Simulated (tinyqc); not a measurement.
## Charges from the flat band at three thicknesses

Problem. For a gate stack whose outer layer (permittivity e2) is made in three thicknesses t2, Vfb = V0 - (q/eps0) [Qb t2/e2 + r2 t2^2/(2 e2)], with Qb the sheet density of all charge below that layer and r2 the uniform density in it. Find V0, Qb and r2.

Values chosen for this exercise:

| symbol | value | unit | meaning |
|---|---|---|---|
| e2 | 25.2 |  | relative permittivity of layer 2 |

Constants: q = 1.602176634e-19 C, eps0 = 8.8541878128e-14 F/cm where lengths are in cm. Results are converted to the units shown.

t2 (nm): 2.4  4.6  7.4
Vfb (V): -0.13286871  -0.15966099  -0.20180254

Solution. A parabola through the three points gives the three coefficients.

V0 = -0.1100 V
Qb = 1.136e12 cm^-2
r2 = 1.600e18 cm^-3

tinyqc, about 0.01 s, one thread, Intel Xeon 2.30GHz (shared host): `OMP_NUM_THREADS=1 python tinyqc.py 2010079 2010080 out.jsonl`
